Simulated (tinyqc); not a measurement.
# p-n diode, drift-diffusion by the Gummel loop with Scharfetter-Gummel fluxes, step by step

Program tinyqc, `OMP_NUM_THREADS=1 python tinyqc.py 2240092 2240093 out.jsonl`; Intel Xeon 2.30GHz, shared host, one thread, about 0.1 s. Printed values are rounded.

Abrupt junction at x = 0, p side from -Lp, n side to Ln, ohmic contacts. psi is counted from the intrinsic level; n = ni exp((psi - phin)/Vt), p = ni exp((phip - psi)/Vt). Contacts: p side psi = V - Vt ln(Na/ni), p = Na, n = ni^2/Na; n side psi = Vt ln(Nd/ni), n = Nd, p = ni^2/Nd. Constant mobilities, D = mu Vt, Boltzmann statistics, SRH recombination through a mid-gap level, U = (n p - ni^2)/(tp (n + ni) + tn (p + ni)). Current is positive from the p contact to the n contact.

Inputs (values chosen for the exercise); band and dielectric values close to those of cadmium telluride:

| symbol | value | unit | meaning |
|---|---|---|---|
| T | 300 | K | temperature |
| Eg | 1.5 | eV | band gap |
| eps_r | 10.3 |  | relative permittivity |
| Nc | 8.11e17 | cm^-3 | conduction-band density of states at T |
| Nv | 1.78e19 | cm^-3 | valence-band density of states at T |
| Na | 1.3e16 | cm^-3 | acceptor density of the p side |
| Nd | 5.9e15 | cm^-3 | donor density of the n side |
| mun | 830 | cm^2/(V s) | electron mobility |
| mup | 73 | cm^2/(V s) | hole mobility |
| tn | 2e-7 | s | SRH lifetime of electrons |
| tp | 4e-10 | s | SRH lifetime of holes |
| G | 0 | cm^-3 s^-1 | uniform generation rate |
| V | 0.73 | V | bias of the p contact |

Constants: q = 1.602176634e-19 C, kB = 1.380649e-23 J/K, Vt = kB T/q, eps0 = 8.8541878128e-14 F/cm where lengths are in cm. Results are converted to the units shown.

## Intrinsic density and built-in voltage

ni = sqrt(Nc Nv) exp(-Eg/(2 Vt)), Eg in volts; Vbi = Vt ln(Na Nd/ni^2).

ni = 9.555974e5 cm^-3
Vbi = 1.186019 V

## Round 1: Poisson equation

```
node  x (nm)  phin at the start (V)  phip at the start (V)
0      -2900                   0.73                   0.73
1      -1830                      0                   0.73
2      -1130                      0                   0.73
3       -667                      0                   0.73
4       -367                      0                   0.73
5       -170                      0                   0.73
6        -42                      0                   0.73
7         42                      0                   0.73
8        169                      0                   0.73
9        363                      0                   0.73
10       656                      0                   0.73
11      1100                      0                   0.73
12      1780                      0                   0.73
13      2800                      0                      0
```

With phin and phip held, solve a_i (psi_(i+1) - psi_i) - a_(i-1) (psi_i - psi_(i-1)) + q w_i (p_i - n_i + C_i) = 0 for the inner nodes by Newton steps to convergence; a_i = eps0 eps_r/h_i, h_i = x_(i+1) - x_i, w_i = (h_(i-1) + h_i)/2, C = -Na or +Nd.

```
node    psi (V)  n after Poisson (cm^-3)  p after Poisson (cm^-3)
0     0.1267789              7.024357e-5                   1.3e16
1     0.1267789               1.288448e8              1.300000e16
2     0.1267789               1.288448e8              1.300000e16
3     0.1267795               1.288476e8              1.299972e16
4     0.1268367               1.291333e8              1.297096e16
5     0.1293722               1.424404e8              1.175918e16
6     0.1763612               8.770255e8              1.909844e15
7     0.3806768              2.373360e12              7.057428e11
8     0.5507441              1.707530e15               9.809386e8
9     0.5811964              5.545554e15               3.020405e8
10    0.5827624              5.891867e15               2.842872e8
11    0.5827977              5.899920e15               2.838991e8
12    0.5827981              5.900000e15               2.838953e8
13    0.5827981                   5.9e15              1.547740e-4
```

## Round 1: electron continuity

With psi and p held, F_i = (mun Vt/h_i) [n_(i+1) B(d_i) - n_i B(-d_i)], d_i = (psi_(i+1) - psi_i)/Vt, B(d) = d/(exp(d) - 1); solve F_i - F_(i-1) = w_i [(n_i p_i - ni^2)/den_i - G] for the new n, with den = tp (n + ni) + tn (p + ni) taken at the old n and p, h_i = x_(i+1) - x_i, w_i = (h_(i-1) + h_i)/2; phin = psi - Vt ln(n/ni).

```
node  new n (cm^-3)  phin after round 1 (V)
0       7.024357e-5               0.7300000
1        4.954689e7               0.0247065
2        8.203227e7               0.0116721
3        1.035725e8               0.0056450
4        1.178009e8               0.0023745
5        1.396021e8               0.0005203
6        8.765218e8               0.0000149
7       2.373347e12               0.0000001
8       1.707529e15               0.0000000
9       5.545551e15               0.0000000
10      5.891864e15               0.0000000
11      5.899918e15               0.0000000
12      5.899998e15               0.0000000
13           5.9e15               0.0000000
```

## Round 1: hole continuity

With psi and the new n held, F_i = (mup Vt/h_i) [p_(i+1) B(-d_i) - p_i B(d_i)], d_i = (psi_(i+1) - psi_i)/Vt, B(d) = d/(exp(d) - 1); solve F_i - F_(i-1) = w_i [(n_i p_i - ni^2)/den_i - G] for the new p, with den = tp (n + ni) + tn (p + ni) taken at the new n and the old p, h_i = x_(i+1) - x_i, w_i = (h_(i-1) + h_i)/2; phip = psi + Vt ln(p/ni).

```
node  new p (cm^-3)  phip after round 1 (V)
0            1.3e16               0.7300000
1       1.299999e16               0.7300000
2       1.299998e16               0.7300000
3       1.299970e16               0.7300000
4       1.297093e16               0.7300000
5       1.175916e16               0.7299999
6       1.909840e15               0.7299999
7       7.056402e11               0.7299962
8        9.245778e8               0.7284703
9        1.763041e8               0.7160826
10       5.728587e7               0.6885869
11       1.170919e7               0.6475775
12       1.255890e6               0.5898625
13      1.547740e-4               0.0000000
```

## Round 2: Poisson equation

As before.

```
node    psi (V)  n after Poisson (cm^-3)  p after Poisson (cm^-3)
0     0.1267789              7.024357e-5                   1.3e16
1     0.1267789               4.954685e7              1.300000e16
2     0.1267789               8.203217e7              1.300000e16
3     0.1267794               1.035723e8              1.299972e16
4     0.1268367               1.178007e8              1.297096e16
5     0.1293722               1.396018e8              1.175918e16
6     0.1763611               8.765202e8              1.909843e15
7     0.3806768              2.373345e12              7.056410e11
8     0.5507441              1.707529e15               9.245776e8
9     0.5811964              5.545554e15               1.763040e8
10    0.5827624              5.891867e15               5.728584e7
11    0.5827978              5.899920e15               1.170918e7
12    0.5827981              5.900000e15               1.255890e6
13    0.5827981                   5.9e15              1.547740e-4
```

## Round 2: electron continuity

As before.

```
node  new n (cm^-3)  phin after round 2 (V)
0       7.024357e-5               0.7300000
1        4.954683e7               0.0247065
2        8.203215e7               0.0116721
3        1.035723e8               0.0056450
4        1.178007e8               0.0023745
5        1.396018e8               0.0005203
6        8.765203e8               0.0000148
7       2.373345e12               0.0000001
8       1.707530e15               0.0000000
9       5.545555e15               0.0000000
10      5.891868e15               0.0000000
11      5.899921e15               0.0000000
12      5.900000e15               0.0000000
13           5.9e15               0.0000000
```

## Round 2: hole continuity

As before.

```
node  new p (cm^-3)  phip after round 2 (V)
0            1.3e16               0.7300000
1       1.300000e16               0.7300000
2       1.300000e16               0.7300000
3       1.299972e16               0.7300000
4       1.297096e16               0.7300000
5       1.175918e16               0.7299999
6       1.909843e15               0.7299999
7       7.056410e11               0.7299962
8        9.245769e8               0.7284702
9        1.763033e8               0.7160824
10       5.728504e7               0.6885865
11       1.170883e7               0.6475767
12       1.255828e6               0.5898612
13      1.547740e-4               0.0000000
```

## Course of the Gummel loop

Stop when phin and phip change by less than 1e-8 V, or after 80 rounds. J = Jn at the p contact + Jp at the n contact + q sum w_i U_i - q G sum w_i over the inner nodes, which avoids differences of large majority fluxes: Jn = (q mun Vt/h_0)[n_1 B(d_0) - n_0 B(-d_0)], Jp = (q mup Vt/h_last)[p_(N-1) B(d_last) - p_N B(-d_last)], d_i = (psi_(i+1) - psi_i)/Vt, B(d) = d/(exp(d) - 1), w_i = (h_(i-1) + h_i)/2.

Course of the iteration:
```
round   J (A/cm^2)  largest change of phin, phip (V)
1      3.035561e-5                             0.140
2      3.035556e-5                           1.29e-6
3      3.035556e-5                          6.45e-10
```

Converged in 3 rounds.

## Recombination and current

```
node  converged psi (V)  converged n (cm^-3)  converged p (cm^-3)
0             0.1267789          7.024357e-5               1.3e16
1             0.1267789           4.954683e7          1.300000e16
2             0.1267789           8.203215e7          1.300000e16
3             0.1267794           1.035723e8          1.299972e16
4             0.1268367           1.178007e8          1.297096e16
5             0.1293722           1.396018e8          1.175918e16
6             0.1763611           8.765203e8          1.909843e15
7             0.3806768          2.373345e12          7.056410e11
8             0.5507441          1.707529e15           9.245771e8
9             0.5811964          5.545554e15           1.763033e8
10            0.5827624          5.891867e15           5.728505e7
11            0.5827977          5.899920e15           1.170883e7
12            0.5827981          5.900000e15           1.255828e6
13            0.5827981               5.9e15          1.547740e-4
```

U_i as defined. J = Jn at the p contact + Jp at the n contact + q sum w_i U_i - q G sum w_i over the inner nodes, which avoids differences of large majority fluxes: Jn = (q mun Vt/h_0)[n_1 B(d_0) - n_0 B(-d_0)], Jp = (q mup Vt/h_last)[p_(N-1) B(d_last) - p_N B(-d_last)], d_i = (psi_(i+1) - psi_i)/Vt, B(d) = d/(exp(d) - 1), w_i = (h_(i-1) + h_i)/2.

U, node 0 to 13 (cm^-3 s^-1): 0  2.477341e14  4.101607e14  5.178617e14  5.890036e14  6.980091e14  4.382602e15  1.178742e19  2.310816e18  4.407512e17  1.432119e17  2.927205e16  3.139569e15  0
Jn at the p contact = 1.591897e-6 A/cm^2
Jp at the n contact = 3.722694e-9 A/cm^2
recombination = 2.875994e-5 A/cm^2
generation = 0 A/cm^2
J = 3.035556e-5 A/cm^2

A 500-node mesh gives J = 6.933e-5 A/cm^2; this mesh differs from it by -3.9e-5 A/cm^2 (-56 %).
